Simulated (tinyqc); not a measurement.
Inside a calculation. Method: empirical pseudopotential in a few plane waves. One step of it, computed by the program tinyqc.

Problem. Bloch Hamiltonian at k. Basis: the 15 shortest G (labels in 2 pi/a), the same at every k. H(G,G') = c |k + G|^2 delta + VS(|G-G'|^2) cos((G-G').tau) + i VA sin((G-G').tau), tau = a/8 (1,1,1); 1 Ry = 13.605693 eV.

Parameters chosen for this model: fcc lattice, atoms at +/- a/8 (1,1,1); form factors in rydberg at |G|^2 in units of (2 pi/a)^2:
```
parameter                 value      unit
a                      6.310000  angstrom
VS(3)                 -0.256000        Ry
VS(8)                  0.030000        Ry
VS(11)                 0.085000        Ry
VA(3)                  0.110000        Ry
VA(4)                  0.052000        Ry
VA(11)                 0.030000        Ry
hbar^2/2m (2 pi/a)^2   3.777669        eV
```

k point k (2 pi / a): 0.190000  -0.360000  0.210000

Give: H(k) at k.

Solution.

H(k) at k (eV):
```
                 +0+0+0           -1-1-1           -1-1+1           -1+1-1
+0+0+0           0.7926   2.4629+1.0583i  -2.4629+1.0583i  -2.4629+1.0583i
-1-1-1   2.4629-1.0583i          11.8233   0.0000-0.7075i   0.0000-0.7075i
-1-1+1  -2.4629-1.0583i   0.0000+0.7075i          14.9966           0.4082
-1+1-1  -2.4629-1.0583i   0.0000+0.7075i           0.4082           6.3835
-1+1+1  -2.4629+1.0583i          -0.4082   0.0000+0.7075i   0.0000+0.7075i
+1-1-1  -2.4629-1.0583i   0.0000+0.7075i           0.4082           0.4082
+1-1+1  -2.4629+1.0583i          -0.4082   0.0000+0.7075i           0.0000
+1+1-1  -2.4629+1.0583i          -0.4082           0.0000   0.0000+0.7075i
+1+1+1   2.4629+1.0583i           0.0000          -0.4082          -0.4082
-2+0+0   0.0000-0.7075i  -2.4629+1.0583i  -2.4629-1.0583i  -2.4629-1.0583i
+0-2+0   0.0000-0.7075i  -2.4629+1.0583i  -2.4629-1.0583i   0.8178-0.2886i
+0+0-2   0.0000-0.7075i  -2.4629+1.0583i   0.8178-0.2886i  -2.4629-1.0583i
+0+0+2   0.0000+0.7075i  -0.8178-0.2886i   2.4629+1.0583i  -0.8178+0.2886i
+0+2+0   0.0000+0.7075i  -0.8178-0.2886i  -0.8178+0.2886i   2.4629+1.0583i
+2+0+0   0.0000+0.7075i  -0.8178-0.2886i  -0.8178+0.2886i  -0.8178+0.2886i

                 -1+1+1           +1-1-1           +1-1+1           +1+1-1
+0+0+0  -2.4629-1.0583i  -2.4629+1.0583i  -2.4629-1.0583i  -2.4629-1.0583i
-1-1-1          -0.4082   0.0000-0.7075i          -0.4082          -0.4082
-1-1+1   0.0000-0.7075i           0.4082   0.0000-0.7075i           0.0000
-1+1-1   0.0000-0.7075i           0.4082           0.0000   0.0000-0.7075i
-1+1+1           9.5567           0.0000           0.4082           0.4082
+1-1-1           0.0000          14.6944   0.0000-0.7075i   0.0000-0.7075i
+1-1+1           0.4082   0.0000+0.7075i          17.8676           0.4082
+1+1-1           0.4082   0.0000+0.7075i           0.4082           9.2545
+1+1+1   0.0000+0.7075i          -0.4082   0.0000+0.7075i   0.0000+0.7075i
-2+0+0   2.4629-1.0583i   0.8178-0.2886i  -0.8178-0.2886i  -0.8178-0.2886i
+0-2+0  -0.8178-0.2886i  -2.4629-1.0583i   2.4629-1.0583i  -0.8178-0.2886i
+0+0-2  -0.8178-0.2886i  -2.4629-1.0583i  -0.8178-0.2886i   2.4629-1.0583i
+0+0+2  -2.4629+1.0583i  -0.8178+0.2886i  -2.4629+1.0583i   0.8178+0.2886i
+0+2+0  -2.4629+1.0583i  -0.8178+0.2886i   0.8178+0.2886i  -2.4629+1.0583i
+2+0+0   0.8178+0.2886i   2.4629+1.0583i  -2.4629+1.0583i  -2.4629+1.0583i

                 +1+1+1           -2+0+0           +0-2+0           +0+0-2
+0+0+0   2.4629-1.0583i   0.0000+0.7075i   0.0000+0.7075i   0.0000+0.7075i
-1-1-1           0.0000  -2.4629-1.0583i  -2.4629-1.0583i  -2.4629-1.0583i
-1-1+1          -0.4082  -2.4629+1.0583i  -2.4629+1.0583i   0.8178+0.2886i
-1+1-1          -0.4082  -2.4629+1.0583i   0.8178+0.2886i  -2.4629+1.0583i
-1+1+1   0.0000-0.7075i   2.4629+1.0583i  -0.8178+0.2886i  -0.8178+0.2886i
+1-1-1          -0.4082   0.8178+0.2886i  -2.4629+1.0583i  -2.4629+1.0583i
+1-1+1   0.0000-0.7075i  -0.8178+0.2886i   2.4629+1.0583i  -0.8178+0.2886i
+1+1-1   0.0000-0.7075i  -0.8178+0.2886i  -0.8178+0.2886i   2.4629+1.0583i
+1+1+1          12.4278  -0.8178-0.2886i  -0.8178-0.2886i  -0.8178-0.2886i
-2+0+0  -0.8178+0.2886i          13.0322           0.4082           0.4082
+0-2+0  -0.8178+0.2886i           0.4082          21.3431           0.4082
+0+0-2  -0.8178+0.2886i           0.4082           0.4082          12.7300
+0+0+2  -2.4629-1.0583i          -0.4082          -0.4082           0.0000
+0+2+0  -2.4629-1.0583i          -0.4082           0.0000          -0.4082
+2+0+0  -2.4629-1.0583i           0.0000          -0.4082          -0.4082

                 +0+0+2           +0+2+0           +2+0+0
+0+0+0   0.0000-0.7075i   0.0000-0.7075i   0.0000-0.7075i
-1-1-1  -0.8178+0.2886i  -0.8178+0.2886i  -0.8178+0.2886i
-1-1+1   2.4629-1.0583i  -0.8178-0.2886i  -0.8178-0.2886i
-1+1-1  -0.8178-0.2886i   2.4629-1.0583i  -0.8178-0.2886i
-1+1+1  -2.4629-1.0583i  -2.4629-1.0583i   0.8178-0.2886i
+1-1-1  -0.8178-0.2886i  -0.8178-0.2886i   2.4629-1.0583i
+1-1+1  -2.4629-1.0583i   0.8178-0.2886i  -2.4629-1.0583i
+1+1-1   0.8178-0.2886i  -2.4629-1.0583i  -2.4629-1.0583i
+1+1+1  -2.4629+1.0583i  -2.4629+1.0583i  -2.4629+1.0583i
-2+0+0          -0.4082          -0.4082           0.0000
+0-2+0          -0.4082           0.0000          -0.4082
+0+0-2           0.0000          -0.4082          -0.4082
+0+0+2          19.0765           0.4082           0.4082
+0+2+0           0.4082          10.4634           0.4082
+2+0+0           0.4082           0.4082          18.7743
```
